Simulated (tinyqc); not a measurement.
# MOS structure on a p-type body with a doping step (retrograde), non-linear Poisson equation by Newton steps: effect of the depth of the doping step on threshold, swing and body effect

One dimension, insulator interface at x = 0, acceptor density N1 for x < x1 and Na beyond, net doping C = -(acceptor density). psi is counted from the intrinsic level: n = ni exp((psi - Vb)/Vt), p = ni exp(-psi/Vt); deep in the body psi_b = -Vt ln(Na/ni). The gate acts through Cox = eps0 eox/tox and has the potential psi_G = Vg - (phiM - chi - Vt ln(Nc/ni)). Boltzmann statistics, full ionisation, classical densities, no oxide or interface charge.

ni = sqrt(Nc Nv) exp(-Eg/(2 Vt)), Eg in volts. The Poisson equation d/dx(eps0 eps_r dpsi/dx) = -q (p - n + C), with eps0 eps_r dpsi/dx = -Cox (psi_G - psi_0) at x = 0, is solved on a mesh of about 600 nodes or more. N_inv is the integral of n less its value deep in the body. VT is the Vg at which N_inv = 2e11 cm^-2. m = 1/(dpsi_0/dVg) at N_inv = 1e8 cm^-2; the swing is the Vg between N_inv = 1e8 and 1e9 cm^-2; body coefficient [VT(Vb + 0.05 V) - VT(Vb)]/0.05 V - 1.

Parameters, values chosen for the exercise; band and dielectric values close to those of silicon:

| symbol | value | unit | meaning |
|---|---|---|---|
| T | 350 | K | temperature |
| Eg | 1.12 | eV | band gap |
| eps_r | 11.8 |  | relative permittivity |
| Nc | 3.59e19 | cm^-3 | conduction-band density of states at T |
| Nv | 3.3e19 | cm^-3 | valence-band density of states at T |
| chi | 4.08 | eV | electron affinity |
| Na | 8.8e15 | cm^-3 | acceptor density deep in the body |
| eox | 7.7 |  | relative permittivity of the gate insulator (close to silicon nitride) |
| tox | 3.4 | nm | insulator thickness |
| phiM | 4.22 | eV | gate work function |
| Vb | 0 | V | electron quasi-Fermi potential against the body |
| N1 | 4.4e14 | cm^-3 | acceptor density above the step |

Constants: q = 1.602176634e-19 C, kB = 1.380649e-23 J/K, Vt = kB T/q, eps0 = 8.8541878128e-14 F/cm where lengths are in cm. Results are converted to the units shown.

Results:
```
x1 (nm)   VT (V)  psi_0 - psi_b at VT (V)    m - 1  swing (mV/decade)  body coefficient
52        0.0350                    0.732   0.0199               73.6            0.0345
77        0.0320                    0.730   0.0196               73.8            0.0351
110       0.0284                    0.728   0.0189               74.0            0.0356
240       0.0172                    0.722   0.0154               74.5            0.0351
360       0.0103                    0.717   0.0125               74.6            0.0324
520      0.00467                    0.714  0.00985               74.6            0.0282
```

Estimate the missing row, x1 = 170 nm.

Computed row:
```
x1 (nm)  VT (V)  psi_0 - psi_b at VT (V)   m - 1  swing (mV/decade)  body coefficient
170      0.0226                    0.725  0.0173               74.3            0.0359
```

With this row back in the table: As x1 goes from 52 to 520, VT falls from 0.0350 to 0.00467 V, the swing goes from 73.58 through a maximum of 74.60 (at x1 = 360 among the rows listed) to 74.55 mV/decade and the body coefficient goes from 0.0345 through a maximum of 0.0359 (at x1 = 170 among the rows listed) to 0.0282. The swing stays within 6.3 % of m Vt ln 10, and the body coefficient within 0.020 of m - 1.

Numbers from tinyqc (`OMP_NUM_THREADS=1 python tinyqc.py 2080166 2080167 out.jsonl`; about 0.4 s on one thread of a shared Intel Xeon 2.30GHz).
